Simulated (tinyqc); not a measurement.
Rapid thermal processing of a wafer: radiative balance, ramp and cooling, pattern effects, pyrometer error and spike budget: one step, computed by the program tinyqc.

The wafer is opaque and uniform through its thickness unless said otherwise; temperatures in formulas are in kelvin (C + 273.15). sigma = 5.670374419e-12 W/(cm^2 K^4).

Task: Pyrometer error. Signal proportional to eps/(exp(c2/(lambda T)) - 1), c2 = h c/k_B. If the assumed emissivity is too high by the given error, the reading T' solves (1 + error)/(exp(c2/(lambda T')) - 1) = 1/(exp(c2/(lambda T)) - 1). Wien estimate: T' - T = -lambda T^2 ln(1 + error)/c2. Process rates go as exp(-E_a/(k_B T)).

Inputs (values chosen for the exercise, modelled on a hot silicon wafer):
```
quantity                              value        unit
process temperature                     862           C
starting temperature                    400           C
pyrometer wavelength                    2.3  micrometre
error of the assumed emissivity         2.5           %
activation energy of the process E_a   3.66          eV
```

Constants: h = 6.62607015e-34 J s; c = 299792458 m/s; k_B = 1.380649e-23 J/K; k_B = 8.617333262e-05 eV/K.

Give: c2; c2/(lambda T); reading less true temperature; Wien estimate; rate at T over rate at T', less 1.

Result:

c2 = 14388 micrometre K

c2/(lambda T) = 5.5108

reading less true temperature = -5.0435 K

Wien estimate = -5.0864 K

rate at T over rate at T', less 1 = 18.173 %

Caution: below about 600 C lightly doped silicon is partly transparent at this wavelength, so its emissivity is not yet the hot value early in the ramp.
